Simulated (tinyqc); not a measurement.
Trap density from one capacitance.

Inverse problem. Traps spread evenly through the insulator exchange electrons with the semiconductor by tunnelling, with tau(x) = t0 exp(2 ka x) at depth x from the interface. The admittance per area Y seen at depth x obeys dY/dx = -Y^2/(i w eps0 eox) + q Nb ln(1 + i w tau)/tau, with Y(0) = i w Cs and w = 2 pi f; the gate sees Y(tox) = G + i w C. Working variable y = Y/(i w), in uF/cm^2. Cox = eps0 eox/tox. Find Nb and G/w.

Inputs (values chosen for the exercise): relative permittivity of the insulator eox = 8.35; insulator thickness tox = 8.7 nm; semiconductor capacitance in accumulation Cs = 3.1 uF/cm^2; decay constant of the wave function in the insulator ka = 4 1/nm; time constant of a trap at the interface t0 = 3e-9 s; frequency f = 1e5 Hz.

Constants: q = 1.602176634e-19 C, eps0 = 8.8541878128e-14 F/cm where lengths are in cm. Results are converted to the units shown.

C = 0.67176116 uF/cm^2

Answer. C rises steadily with Nb, so one density matches; in practice ka and t0 must come from the frequency dependence.

Nb = 5.000e18 cm^-3 eV^-1
G/w = 0.001349 uF/cm^2

tinyqc, about 0.5 s, one thread, Intel Xeon 2.30GHz (shared host): `OMP_NUM_THREADS=1 python tinyqc.py 2202060 2202061 out.jsonl`
